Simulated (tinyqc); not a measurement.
Current of a Schottky diode by thermionic-emission-diffusion theory, and its read-back from I-V-T and C-V data: one step, computed by the program tinyqc.

Full ionisation, no tunnelling, no recombination current. V is the voltage across the junction itself, forward positive.

Task: Read-back from the I-V curve. N_c(T) = N_c (T/300 K)^(3/2); V_bi = phi_0 - (k_B T/e) ln(N_c(T)/N); surface field F = sqrt(2 e N (V_bi - V - k_B T/e)/(eps eps_0)); image lowering d_phi = sqrt(e F/(4 pi eps eps_0)); effective barrier phi = phi_0 - d_phi. Collection velocity v_R = A* T^2/(e N_c(T)); diffusion velocity v_D = mu F; J = e N_c(T) v_R/(1 + v_R/v_D) exp(-phi/k_B T) [exp(e V/k_B T) - 1]. Ideality n = (e/k_B T)/(d ln J/dV) by a central difference of +/- 1 mV; J_0 = J exp(-e V/(n k_B T)); apparent barrier phi_IV = k_B T ln(A* T^2/J_0); a C-V plot gives phi_CV = phi_0, the mean without lowering.

Inputs (values chosen for the exercise, modelled on n-type Ga2O3):
```
quantity                                     value          unit
Richardson constant A*                        31.8  A/(cm^2 K^2)
effective density of states at 300 K, N_c  3.8e+18        1/cm^3
permittivity eps                              10.2             -
mobility mu                                    110    cm^2/(V s)
barrier without image force phi_0             1.31            eV
doping N                                   2.7e+16        1/cm^3
junction voltage V                            0.61             V
temperature T                                  200             K
```

Barrier: uniform.

Constants: k_B = 8.617333262e-05 eV/K; e = 1.602176634e-19 C; eps_0 = 8.8541878128e-12 F/m.

Give: ideality factor n; extrapolated J_0; apparent barrier phi_IV; phi_CV - phi_IV.

Result:

ideality factor n = 1.0183

extrapolated J_0 = 1.0798e-26 A/cm^2

apparent barrier phi_IV = 1.2727 eV

phi_CV - phi_IV = 37.280 meV
